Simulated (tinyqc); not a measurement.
Worked calculation: surface photovoltage measurement of the minority-carrier diffusion length in a wafer. Computed by tinyqc, a small Python program that keeps every step. Command: `OMP_NUM_THREADS=1 python tinyqc.py 3130478 3130479 out.jsonl spv walk`. One thread of a shared host (Intel(R) Xeon(R) Processor @ 2.30GHz), about 0.01 s of CPU time with the checks. Intermediate numbers are printed to about 6 digits and carried at full precision; extremes and crossings named in words are read from the listed rows.

Low injection, steady light, a depletion layer much thinner than 1/alpha and L. The excess density dn is taken at the front edge of the neutral region; light that reaches the back is lost.

Inputs (values chosen for the exercise, modelled on p-type silicon at room temperature):
```
quantity                                              value               unit
diffusion length L                                      350         micrometre
wafer thickness W                                       525         micrometre
diffusivity D                                          30.8             cm^2/s
front recombination velocity S_f                        510               cm/s
back recombination velocity S_b                       37000               cm/s
photon flux entering                                6.9e+11         1/(cm^2 s)
minority density at the surface barrier scale n_0   1.4e+09             1/cm^3
temperature T                                           298                  K
wavelength                                              820                 nm
relative noise of each reading                            1                  %
diffusion length after pair splitting over L            0.9                  -
iron factor C                                      1.08e+16  micrometre^2/cm^3
```

Constants: k_B = 8.617333262e-05 eV/K.

## One wavelength

alpha = (84.732/lambda - 76.417)^2 per cm with lambda in micrometre (an empirical fit for silicon between 0.7 and 1.05 micrometre). Thick wafer: dn = Phi L/((S_f + D/L)(L + 1/alpha)). Finite wafer, with s = S_b L/D, w = W/L, a = alpha L: dn = [Phi a/(a^2 - 1)] [a - B - exp(-alpha W)(a - s)/(cosh w + s sinh w)]/(S_f + B D/L), B = (sinh w + s cosh w)/(cosh w + s sinh w). Photovoltage V = (k_B T/e) ln(1 + dn/n_0). Lifetime = L^2/D.

alpha = 724.401 1/cm

penetration depth 1/alpha = 13.8045 micrometre

dn, thick wafer = 4.77567e+08 1/cm^3

B = 1.09968

dn, finite wafer = 4.47380e+08 1/cm^3

photovoltage V = 7.12087 mV

lifetime = 39.7727 microsecond

Caution: dn is not small against n_0, so V is not linear in the flux; the constant-flux reading then needs dn, not V.

## The linear plot

normal deviates g for the noise: -1.47  1.30  0.61  -0.01  0.12  1.96  0.48

Readings y = (Phi/dn) (1 + noise x g) at 780, 830, 880, 920, 950, 975 and 995 nm; a least-squares line y = c (1/alpha + L_app) gives L_app = intercept/slope.

Readings:
```
lambda (nm)  1/alpha (micrometre)  y (cm/s)  line (cm/s)
780                         9.636   1500.32      1516.57
830                        15.176   1568.92      1546.07
880                        25.330   1606.82      1600.14
920                        40.658   1671.11      1681.76
950                        61.278   1776.07      1791.57
975                        90.917   1965.94      1949.41
995                       130.888   2158.60      2162.26
```

slope = 5.32526 cm/(s micrometre)

apparent length L_app = 275.151 micrometre

error of L_app (rounded to 0.001) = -21.385 %

Without noise the error would be -18.5 %, from the finite thickness at W/L = 1.5. S_f scales all readings alike and leaves L_app unchanged.

## Where the wafer is too thin

No noise; L is varied at fixed W, and the last two columns set S_b to 0 and to 1e7 cm/s.

Apparent length (micrometre):
```
L           W/L  given S_b  S_b = 0  S_b = 1e7
26.2    20.0382     26.200    26.20     26.200
52.5    10.0000     52.500    52.50     52.500
105.0    5.0000    104.843   105.12    104.821
158.0    3.3228    155.758   159.99    155.538
262.0    2.0038    237.994   285.49    236.611
420.0    1.2500    311.438   544.35    307.877
682.0    0.7698    360.976  1138.20    355.294
1100.0   0.4773    385.242  2285.07    378.327
2100.0   0.2500    397.617  4581.97    390.025
```

With a fast back surface L_app levels off, at 390 micrometre in the last row; with a passive one it reaches up to 2.18 times L among these rows and is 4580 in the last. All three columns are within 5 % of L down to W/L = 3.3.

## Iron from two lengths

Splitting iron-boron pairs in boron-doped silicon shortens L; with nothing else changing, [Fe] = C (1/L_after^2 - 1/L^2). It is evaluated with the true lengths and with the apparent ones (without noise), which differ when the wafer is not thick against L.

L_after = 315 micrometre

[Fe] from the true lengths = 2.06803e+10 1/cm^3

[Fe] from the apparent lengths = 1.69023e+10 1/cm^3

bias, apparent over true less 1 (rounded to 0.001) = -18.268 %

Checks made by the program: dn against a finite-difference solution (relative difference 8e-06).
